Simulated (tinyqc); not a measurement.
Error of each scheme against the width: smearing for a one-band metal on the fcc lattice.

Lattice vectors (units of a): a1 = (0, 1/2, 1/2), a2 = (1/2, 0, 1/2), a3 = (1/2, 1/2, 0). E(k) = -t A_1(k) - t2 A_2(k), A_m the sum of cos(k . R) over the 12 nearest and 6 second lattice vectors. Mesh k = sum (j_i/N) b_i, j_i = 0 .. N-1.

With x = (E_k - mu)/sigma: Fermi-Dirac f = 1/(1 + exp(x)), s = -f ln f - (1 - f) ln(1 - f); Gaussian f = erfc(x)/2, s = exp(-x^2)/(2 sqrt(pi)); Methfessel-Paxton (first order) f = erfc(x)/2 - x exp(-x^2)/(2 sqrt(pi)), s = (1 - 2 x^2) exp(-x^2)/(4 sqrt(pi)); cold (Marzari-Vanderbilt) with y = x + 1/sqrt(2), f = erfc(y)/2 + exp(-y^2)/sqrt(2 pi), s = y exp(-y^2)/sqrt(2 pi). With weights w = points/N^d (d the dimension), mu solves 2 sum w f = ne; E = 2 sum w f E_k, S = 2 sum w s, F = E - sigma S.

Parameters, chosen for this exercise:
```
symbol  value  unit  meaning
t       0.36   eV    nearest hopping
t2      -0.09  eV    second hopping
ne      1.32         electrons per cell
```

All on the dense mesh N = 40. The reference is F of first-order Methfessel-Paxton smearing with sigma = 0.05 t on the mesh N = 40; it moves by 0.17 meV on the mesh N = 50; in three dimensions such meshes can agree by chance and the reference may be off by about 1 meV, so smaller errors are not resolved.

Errors (meV per cell):
```
sigma (eV)    FD F  FD (E+F)/2  Gauss F  Gauss (E+F)/2   MP F  cold F
0.036        -1.41       -0.11    -0.26          -0.02  -0.02   -0.01
0.054        -3.02       -0.15    -0.54          -0.05  -0.05   -0.06
0.072        -5.25       -0.16    -0.91          -0.09  -0.09   -0.10
0.108       -11.62       -0.15    -1.90          -0.14  -0.14   -0.17
0.144       -20.55       -0.16    -3.26          -0.16  -0.16   -0.19
0.216       -45.90       -0.64    -7.12          -0.16  -0.16   -0.23
0.288       -80.52       -2.77   -12.54          -0.15  -0.15   -0.32
```

reference = -0.87281 eV

Doubling sigma from 0.072 to 0.144 eV multiplies the error of F by 3.9 (Fermi-Dirac) and 3.6 (Gaussian); a pure sigma^2 term would give 4. At the smallest width Fermi-Dirac errs 5.5 times as much as Gaussian, against 2 pi^2/3 = 6.6 for the ratio of the sigma^2 terms at equal sigma. At the largest width the sizes of the errors rank MP F 0.1, Gauss (E+F)/2 0.1, cold F 0.3, FD (E+F)/2 2.8, Gauss F 12.5, FD F 80.5 meV; below about 1 meV this order, and the ratios at the smallest width, carry the noise of the mesh.

(tinyqc, `OMP_NUM_THREADS=1 python tinyqc.py 1650965 1650966 out.jsonl`, Intel(R) Xeon(R) Processor @ 2.30GHz, 1 thread, shared host, about 0.3 s.)
